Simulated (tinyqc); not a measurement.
# Defect equilibria of an oxide against oxygen pressure (mass action), step by step

A worked calculation. Computed by tinyqc, a small Python program that keeps every step. Command: `OMP_NUM_THREADS=1 python tinyqc.py 3023076 3023077 out.jsonl brouwer walk`. One thread of a shared host (Intel(R) Xeon(R) Processor @ 2.30GHz), about 0.01 s of CPU time with the checks. Intermediate numbers are printed to about 5 digits and carried at full precision; extremes and crossings named in words are read from the listed rows.

Defects: oxygen vacancies V (charge +2), electrons n, holes p, the ionic partner X = O_i'' (charge -2), and the dopant. Activities are taken equal to concentrations.

Inputs (values chosen for the exercise, for a model oxide):
```
quantity                           value             unit
reduction enthalpy H_r              4.36               eV
prefactor K_r0                   1.9e+69  cm^-9 atm^(1/2)
gap E_g                             3.26               eV
prefactor N_c N_v                9.3e+42            cm^-6
disorder enthalpy H_s               2.59               eV
prefactor K_s0                   2.8e+44            cm^-6
dopant density N_d               7.8e+19            cm^-3
temperature T                       1000                K
oxygen pressure P                  5e-14              atm
electron mobility mu_n             0.011       cm^2/(V s)
hole mobility mu_p                 0.033       cm^2/(V s)
vacancy diffusion prefactor D_0     0.26           cm^2/s
vacancy migration energy E_m         0.6               eV
```

Ionic disorder: anion Frenkel. Dopant (singly charged, fully ionised): acceptor.

Constants: k_B = 8.617333262e-05 eV/K; e = 1.602176634e-19 C.

## Equilibrium constants

K_r = K_r0 exp(-H_r/k_B T) = [V] n^2 P^(1/2); K_i = N_c N_v exp(-E_g/k_B T) = n p; K_s = K_s0 exp(-H_s/k_B T) = [X] [V].

K_r = 2.0199e+47 cm^-9 atm^(1/2)

K_i = 3.4578e+26 cm^-6

K_s = 2.4782e+31 cm^-6

## Trial electron densities

Neutrality: 2 [V] + p = n + 2 [X] + N_d. With n as the unknown, [V] = K_r/(n^2 P^(1/2)), p = K_i/n, [X] = K_s/[V]; the log ratio is ln(positive/negative).

Densities (cm^-3):
```
n                [V]           p         [X]  log ratio
1.00e+15  9.0331e+23  3.4578e+11  2.7434e+07     10.050
1.00e+16  9.0331e+21  3.4578e+10  2.7434e+09      5.445
1.00e+17  9.0331e+19  3.4578e+09  2.7434e+11      0.839
1.00e+18  9.0331e+17  3.4578e+08  2.7434e+13     -3.778
1.00e+19  9.0331e+15  3.4578e+07  2.7434e+15     -8.491
```

## Solution at the given pressure

The root is found by 60 bisections in ln n between n = 1e-10 and 1e25 cm^-3.

n = 1.5204e+17 cm^-3

[V] = 3.9076e+19 cm^-3

p = 2.2743e+09 cm^-3

[X] = 6.3419e+11 cm^-3

The largest terms give the Brouwer balance 2 [V] = N_d; the smaller of the two terms is 100 % of the total charge of one sign.

## Conductivities

sigma_n = e n mu_n, sigma_p = e p mu_p, sigma_ion = 2 e [V] mu_V with mu_V = 2 e D/(k_B T) and D = D_0 exp(-E_m/k_B T); only the oxygen vacancies carry ionic current, and the ionic transport number is sigma_ion over the total.

sigma_n = 2.6796e-04 S/cm

sigma_p = 1.2025e-11 S/cm

sigma_ion = 0.071518 S/cm

total conductivity = 0.071786 S/cm

ionic transport number = 0.99627

The conductor is mainly ionic here.

## Brouwer diagram

The slope is d log n / d log P from this row and the one above; the last column names the largest term on each side. Pressures that give more than 3e21 cm^-3 are left out.

Log10 of the densities in cm^-3:
```
log10 P (atm)       n     [V]       p     [X]  slope of n      balance
-32            21.195  20.915   5.344  10.479           -    2 [V] = n
-28            20.504  20.298   6.035  11.096    -0.17283    2 [V] = n
-24            19.741  19.823   6.798  11.571    -0.19067  2 [V] = N_d
-20            18.839  19.628   7.700  11.766    -0.22559  2 [V] = N_d
-16            17.855  19.595   8.684  11.799    -0.24590  2 [V] = N_d
-12            16.857  19.591   9.682  11.803    -0.24955  2 [V] = N_d
-8             15.857  19.591  10.682  11.803    -0.24995  2 [V] = N_d
-4             14.857  19.591  11.682  11.803    -0.25000  2 [V] = N_d
0              13.857  19.591  12.682  11.803    -0.25000  2 [V] = N_d
```

Regimes: 2 [V] = n from log P = -32 to -28, where that balance predicts a slope of -1/6 and the table comes as close as -0.173; 2 [V] = N_d from log P = -24 to 0, where that balance predicts a slope of -1/4 and the table comes as close as -0.250. Rows with n or p near or above sqrt(N_c N_v) are degenerate, and n p = K_i is then only nominal.

## Conductivity against oxygen pressure

The formulas are those given above.

Log10 of the conductivities in S/cm:
```
log10 P (atm)   n-type   p-type    ionic    total  ionic transport number
-28            -0.2501  -14.242  -0.4397  -0.0336                 0.39254
-24            -1.0128  -13.479  -0.9144  -0.6598                 0.55642
-20            -1.9152  -12.577  -1.1096  -1.0465                 0.86469
-16            -2.8988  -11.593  -1.1425  -1.1349                 0.98277
-12            -3.8970  -10.595  -1.1460  -1.1453                 0.99823
-8             -4.8968   -9.595  -1.1464  -1.1463                 0.99982
-4             -5.8968   -8.595  -1.1464  -1.1464                 0.99998
0              -6.8968   -7.595  -1.1464  -1.1464                 1.00000
```

The ionic transport number exceeds 0.9 in the rows log P = -16, -12, -8, -4, 0: the electrolytic window. The total has no minimum inside this range.

Checks made by the program: the three mass-action laws (relative difference below 1e-10).
